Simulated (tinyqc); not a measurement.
# Read current of a NAND string, cells in series solved by shooting: what changes with what

Cells in series, numbered from 0 at the source line (0 V) to the bit line, each followed by a gap resistance Rg. A cell with gate Vg, threshold VT, source Vs and drain Vd passes I = 2 nf K Vt^2 [F(Vs) - F(Vd)]/(1 + th max(Vg - VT, 0)), F(V) = ln^2(1 + exp((Vg - VT - nf V)/(2 nf Vt))). The selected cell has Vg = Vr, the others Vg = Vp.

Values chosen for this exercise; values of the order met in vertical NAND strings:
- T = 300 K (temperature)
- K = 3.2 uA/V^2 (gain factor of a cell)
- nf = 1.7 (slope factor)
- th = 0.11 1/V (mobility reduction factor)
- Rg = 15 kohm (resistance of the gap between cells)
- Vbl = 0.7 V (bit-line voltage)
- Vp = 6.7 V (pass voltage)
- Ve = -2.1 V (threshold of an erased cell)
- Vh = 4.3 V (threshold of the highest state)
- Vx = 0.5 V (threshold of the selected cell)
- Is = 10 nA (sensing current)
- Vr = 1.77 V (read voltage on the selected word line)

Constants: q = 1.602176634e-19 C, kB = 1.380649e-23 J/K, Vt = kB T/q. Results are converted to the units shown.

Each table varies one quantity; the others keep the values above.

## Read current against the number of cells

For a trial current I start at 0 V and, cell by cell, solve for the drain: sqrt(F(Vd)) = sqrt(F(Vs) - I/k), k = 2 nf K Vt^2/(1 + th max(Vg - VT, 0)), Vd = [Vg - VT - 2 nf Vt ln(exp(sqrt F) - 1)]/nf, then add I Rg. The string current is the I for which the last node reaches Vbl. The apparent threshold is the Vr at which I = Is. Background: all other cells erased (VT = Ve) or all in the highest state (VT = Vh); ratio and shift are high over erased and high minus erased. The selected cell is in the middle, cell n/2.

Result of one run:
columns A: n; B: I, others erased (uA); C: I, others high (uA); D: ratio; E: apparent VT, erased (V); F: apparent VT, high (V); G: background shift (mV)
```
A         B        C       D       E       F      G
96  0.07709  0.03075  0.3989  0.6412  0.7232  82.07
```

What becomes of these results when the number of cells n is changed from 96 to 64, all else the same?

Result of the changed run:
columns A: n; B: I, others erased (uA); C: I, others high (uA); D: ratio; E: apparent VT, erased (V); F: apparent VT, high (V); G: background shift (mV)
```
A        B        C       D       E       F      G
64  0.1128  0.04585  0.4063  0.6178  0.6715  53.74
```

The whole series:
columns A: n; B: I, others erased (uA); C: I, others high (uA); D: ratio; E: apparent VT, erased (V); F: apparent VT, high (V); G: background shift (mV)
```
A          B        C       D       E       F      G
8     0.5882   0.3230  0.5492  0.5769  0.5834  6.519
16    0.3690   0.1738  0.4710  0.5828  0.5958  13.09
32    0.2103  0.09008  0.4283  0.5944  0.6208  26.41
64    0.1128  0.04585  0.4063  0.6178  0.6715  53.74
96   0.07709  0.03075  0.3989  0.6412  0.7232  82.07
128  0.05853  0.02313  0.3952  0.6646  0.7761  111.4
192  0.03951  0.01547  0.3914  0.7117  0.8854  173.7
```

With erased neighbours the current falls from 0.588 to 0.0395 uA, as n^(-0.67) between the first two rows and n^(-0.97) between the last two (-1 once the series resistance rules). The ratio falls from 0.549 to 0.391 and the background shift rises from 6.52 to 174 mV.

## Effect of the position of the selected cell

Same model as above.

The string has 32 cells, numbered from the source.

Results:
columns A: j; B: I, others erased (uA); C: I, others high (uA); D: ratio; E: apparent VT, erased (V); F: apparent VT, high (V); G: background shift (mV)
```
A        B        C       D       E       F          G
0   0.2248  0.09152  0.4071  0.5711  0.5711  -2.410e-7
4   0.2224  0.09129  0.4105  0.5769  0.5834      6.519
9   0.2184  0.09092  0.4162  0.5842  0.5990      14.75
18  0.2072  0.08972  0.4331  0.5973  0.6271      29.78
22  0.1993  0.08866  0.4448  0.6032  0.6397      36.55
27  0.1858  0.08598  0.4628  0.6105  0.6556      45.10
31  0.1721  0.08111  0.4712  0.6163  0.6683      52.01
```

Estimate the missing row, j = 13.

Computed row:
columns A: j; B: I, others erased (uA); C: I, others high (uA); D: ratio; E: apparent VT, erased (V); F: apparent VT, high (V); G: background shift (mV)
```
A        B        C       D       E       F      G
13  0.2143  0.09051  0.4224  0.5900  0.6114  21.39
```

With this row back in the table: From the source end to the bit-line end the apparent VT with high neighbours rises from 0.5711 to 0.6683 V and the background shift rises from -2.41e-7 to 52.0 mV. Cells and gaps on the source side raise the source of the selected cell, which costs nf times that voltage in gate drive; those on the drain side only lower its drain voltage.

tinyqc, about 0.5 s, one thread, Intel Xeon 2.30GHz (shared host): `OMP_NUM_THREADS=1 python tinyqc.py 2142127 2142128 out.jsonl`
